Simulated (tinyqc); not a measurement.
Frequency dispersion of an accumulation capacitance by border traps, distributed model: one step of the calculation.

Traps spread evenly through the insulator exchange electrons with the semiconductor by tunnelling, with tau(x) = t0 exp(2 ka x) at depth x from the interface. The admittance per area Y seen at depth x obeys dY/dx = -Y^2/(i w eps0 eox) + q Nb ln(1 + i w tau)/tau, with Y(0) = i w Cs and w = 2 pi f; the gate sees Y(tox) = G + i w C. Working variable y = Y/(i w), in uF/cm^2. Cox = eps0 eox/tox.

Problem. Midpoint steps through the active depth. In terms of y: dy/dx = -y^2/(eps0 eox) + s(x), s = q Nb ln(1 + z)/z, z = i w tau. 8 midpoint steps of h = xe/8: y_half = y + (h/2) y'(x, y), y(new) = y + h y'(x + h/2, y_half).

Inputs (values chosen for the exercise); permittivity close to that of aluminium oxide:

| symbol | value | unit | meaning |
|---|---|---|---|
| eox | 8.82 |  | relative permittivity of the insulator |
| Cs | 1.4 | uF/cm^2 | semiconductor capacitance in accumulation |
| Nb | 5e18 | cm^-3 eV^-1 | density of border traps |
| ka | 4.8 | 1/nm | decay constant of the wave function in the insulator |
| t0 | 3e-10 | s | time constant of a trap at the interface |
| f | 100 | Hz | frequency |
| xe | 2.1 | nm | depth down to which the steps are taken |

Constants: q = 1.602176634e-19 C, eps0 = 8.8541878128e-14 F/cm where lengths are in cm. Results are converted to the units shown.

Find: x; s; y.

Solution.

```
point   x (nm)    s (uF/(cm^2 nm))     y (uF/cm^2)
0            0  0.080109+0.000000i  1.4000+0.0000i
1      0.26250  0.080109+0.000000i  1.3572+0.0000i
2      0.52500  0.080109-0.000001i  1.3182+0.0000i
3      0.78750  0.080109-0.000014i  1.2825+0.0000i
4       1.0500  0.080108-0.000180i  1.2497+0.0000i
5       1.3125  0.080026-0.002236i  1.2195-0.0002i
6       1.5750  0.070013-0.022707i  1.1915-0.0022i
7       1.8375  0.013503-0.020062i  1.1551-0.0101i
8       2.1000  0.001166-0.003490i  1.1129-0.0115i
```

Numbers from tinyqc (`OMP_NUM_THREADS=1 python tinyqc.py 2202068 2202069 out.jsonl`; about 0.4 s on one thread of a shared Intel Xeon 2.30GHz).
